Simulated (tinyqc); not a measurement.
## Series resistance and length offset from two lengths at two overdrives

Problem. In strong inversion R W = Rsd + k(x)(L - dL), k(x) = (1 + th1 x)/(mu0 Cox x), x the overdrive, Cox = eps0 eox/tox, with Rsd and dL independent of x. Find dL, Rsd, mu0 and th1.

Parameters, values chosen for the exercise: relative permittivity of the gate insulator (close to silicon dioxide) eox = 3.9; insulator thickness tox = 1.5 nm.

Constants: eps0 = 8.8541878128e-14 F/cm where lengths are in cm. Results are converted to the units shown.

total resistance times width (ohm um):
```
                  L = 0.11 um  L = 1.3 um
overdrive 0.55 V   1457.77929  12962.4943
overdrive 1.01 V   1140.58108  8753.89530
```

Solution. At each overdrive R W is a straight line in L; the two lines cross at L = dL, R W = Rsd. Their slopes give k x = (1 + th1 x)/(mu0 Cox), a straight line in x.

dL = 0.0130 um
Rsd = 520 ohm um
mu0 = 110 cm^2/(V s)
th1 = 0.630 1/V

Program tinyqc, `OMP_NUM_THREADS=1 python tinyqc.py 2210007 2210008 out.jsonl`; Intel Xeon 2.30GHz, shared host, one thread, about 0.01 s.
